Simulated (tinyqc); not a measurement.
# Harmonic transition-state theory with quantum, tunnelling and friction corrections, step by step

A worked calculation. Computed by tinyqc, a small Python program that keeps every step. Command: `OMP_NUM_THREADS=1 python tinyqc.py 3001965 3001966 out.jsonl rates walk`. One thread of a shared host (Intel(R) Xeon(R) Processor @ 2.30GHz), about 0.01 s of CPU time with the checks. Intermediate numbers are printed to about 7 digits and carried at full precision; extremes and crossings named in words are read from the listed rows.

One atom hops between equivalent sites; three modes at the minimum and two real modes at the saddle are treated as harmonic, the rest of the crystal as unchanged; melting is ignored, so hot rows may lie above the melting point.

Inputs (values chosen for the exercise, modelled on an adatom on a metal):
```
quantity                                value      unit
barrier E_b                             0.481        eV
imaginary frequency at the saddle nu_b   2.54       THz
temperature T                             461         K
jump length d                             2.6  angstrom
number of jump directions z                 4         -
friction gamma/(2 pi)                     1.7       THz
```

Lattice of sites: two-dimensional. Correction studied: friction.

frequencies at the minimum (THz): 2.91  4.92  4.97

real frequencies at the saddle (THz): 4.71  5.51

Constants: k_B = 8.617333262e-05 eV/K; h x 1 THz = 4.135667696 meV.

## Classical rate and diffusivity

Vineyard: nu* = product of minimum frequencies / product of real saddle frequencies; k_cl = nu* exp(-E_b/(k_B T)). Activation entropy S = k_B ln(nu* h/(k_B T)); for uncorrelated jumps D = z k d^2/4 and D0 = z nu* d^2/4; 1 angstrom^2 = 1e-16 cm^2.

prefactor nu* = 2.741839 THz

classical rate k_cl = 1.512232e+07 1/s

activation entropy in the Eyring form = -1.253726 k_B

classical diffusivity D = 1.022269e-08 cm^2/s

prefactor D0 = 0.001853483 cm^2/s

## Quantum harmonic rate

Quantum harmonic: k_q = (k_B T/h) [prod 2 sinh(x_i/2) (minimum) / prod 2 sinh(x_j/2) (saddle)] exp(-E_b/(k_B T)), x = h nu/(k_B T). Zero-point correction to the barrier = (h/2)(sum of saddle frequencies - sum of minimum frequencies).

x at the minimum: 0.3029457  0.5121969  0.5174021

x at the saddle: 0.4903348  0.5736189

zero-point correction = -5.335011 meV

quantum harmonic rate k_q = 1.515543e+07 1/s

ratio k_q/k_cl = 1.002190

To second order in x the ratio is 1 + (sum x_i^2 - sum x_j^2)/24 = 1.0022.

## Tunnelling factors

With u = h nu_b/(k_B T): Wigner factor 1 + u^2/24; parabolic barrier (Bell) (u/2)/sin(u/2), valid above T_c = h nu_b/(2 pi k_B); symmetric Eckart barrier: kappa = int_0^infinity P(E) exp(-(E - E_b)/(k_B T)) dE/(k_B T), P = (cosh 2a - 1)/(cosh 2a + cosh 2d), a = alpha sqrt(E/E_b), alpha = 2 pi E_b/(h nu_b), 2d = 2 sqrt(alpha^2 - pi^2/4).

u = 0.2644268

crossover temperature T_c = 19.40111 K

Wigner factor = 1.002913

Bell factor = 1.002919

Eckart factor = 1.003160

T/T_c = 23.76: tunnelling is a small correction.

## Friction

Kramers: spatial-diffusion factor kappa_s = sqrt(1 + y^2) - y with y = gamma/(2 omega_b); weak-friction (energy-diffusion) estimate kappa_e = Delta/2 with Delta = (16/3)(gamma/omega_b) E_b/(k_B T), the energy lost in one round trip of a well at the barrier energy of a symmetric quartic double well, over k_B T (half of the escaping atoms fall back); bridge 1/kappa = 1/kappa_s + 1/kappa_e. omega_b = 2 pi nu_b; rate with friction = kappa k_cl.

y = 0.3346457

kappa_s = 0.7198626

kappa_e = 21.61002

transmission kappa = 0.6966559

rate with friction = 1.053505e+07 1/s

Caution: the bridge is a rough interpolation, good to tens of per cent near the turnover.

## Kramers turnover

The formulas are those given above.

Transmission:
```
gamma/omega_b    kappa_s       kappa_e      kappa
0.001          0.9995001  3.228791e-02  0.0312775
0.003          0.9985011  9.686374e-02  0.0882980
0.01           0.9950125  3.228791e-01  0.2437748
0.03           0.9851125  9.686374e-01  0.4884028
0.1            0.9512492  3.228791e+00  0.7347740
0.3            0.8611874  9.686374e+00  0.7908732
1              0.6180340  3.228791e+01  0.6064262
3              0.3027756  9.686374e+01  0.3018322
10             0.0990195  3.228791e+02  0.0989892
30             0.0332964  9.686374e+02  0.0332952
```

kappa peaks at 0.79 near gamma/omega_b = 0.3 among these rows. Below, too little energy reaches the atom and the rate grows with friction; above, recrossings cut it, as omega_b/gamma in the end (0.0333 against 0.0333). Transition-state theory, kappa = 1, is the upper bound. Caution: the simple bridge underestimates kappa near the turnover by some ten per cent and can shift the peak to higher friction; long jumps on a lattice are ignored.

Checks made by the program: quantum rate against the classical one at very high temperature (relative difference 5e-10).
